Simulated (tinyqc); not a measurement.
Inside a calculation. Method: one-electron ion in a basis of Gaussians. One step of it, computed by the program tinyqc.

Task: Generalised eigenproblem. Solve H C = S C e through S^(-1/2); each column has its largest component positive (the first on a tie).

H = T + V (hartree):
$$\begin{pmatrix}
-1.189248 & -1.340507 & -1.169937 & -0.872413 \\
-1.340507 & -1.697649 & -1.957555 & -2.147653 \\
-1.169937 & -1.957555 & 0.811171 & 0.602178 \\
-0.872413 & -2.147653 & 0.602178 & 24.143033
\end{pmatrix}$$

S:
$$\begin{pmatrix}
1.000000 & 0.650512 & 0.245720 & 0.078401 \\
0.650512 & 1.000000 & 0.650320 & 0.245665 \\
0.245720 & 0.650320 & 1.000000 & 0.650408 \\
0.078401 & 0.245665 & 0.650408 & 1.000000
\end{pmatrix}$$

Give: eigenvalues of S; eigenvalues; coefficients.

Result:

eigenvalues of S: [0.1400, 0.4237, 1.1312, 2.3050]

eigenvalues (hartree): [-1.9900, -0.2955, 5.5800, 45.1663]

coefficients:
$$\begin{pmatrix}
0.2382 & 1.2655 & -0.5129 & -0.1659 \\
0.6859 & -0.8646 & 1.3941 & 0.5473 \\
0.1961 & -0.1058 & -1.3634 & -1.2457 \\
0.0358 & -0.0260 & 0.0057 & 1.3951
\end{pmatrix}$$

For Z = 2 and l = 0 the exact lowest level is -Z^2/(2 n^2) with n = l + 1: -2.000000 hartree.
